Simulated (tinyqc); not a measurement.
Capillary instabilities by surface diffusion: grooving and agglomeration of films, edge retraction, wire break-up and smoothing of roughness: one step, computed by the program tinyqc. Command: `OMP_NUM_THREADS=1 python tinyqc.py 3028636 3028637 out.jsonl dewet walk`. One thread of a shared host (Intel(R) Xeon(R) Processor @ 2.30GHz), about 0.01 s of CPU time with the checks.

Isotropic surface energy; shapes change by surface diffusion alone.

Question. Retraction of a straight edge. A rim shaped as a circular segment with contact angle theta holds the area h x; its radius r obeys r^2 (theta - sin theta cos theta) = h x. To advance, the edge must carry a strip of the rim height H = r (1 - cos theta) over the rim, driven by the curvature 1/r over the distance r theta (the scaling argument of Brandon and Bradshaw): H dx/dt = B/(theta r^2) gives x^(5/2) = (5/2) B t c^(3/2)/(theta (1 - cos theta) h^(3/2)), c = theta - sin theta cos theta.

Inputs (values chosen for the exercise, for a model film): contact angle on the substrate theta = 105 degrees; temperature T = 1526 K; time t = 75 s; film thickness h = 13 nm.

B = 2963.865 nm^4/s

Give: retraction x; rim height H; present speed.

Answer.

retraction x = 47.373 nm

rim height H = 21.647 nm

present speed = 0.25265 nm/s

The rim is 1.7 times the film thickness. x goes as t^(2/5) h^(-3/5): thin films retract faster.
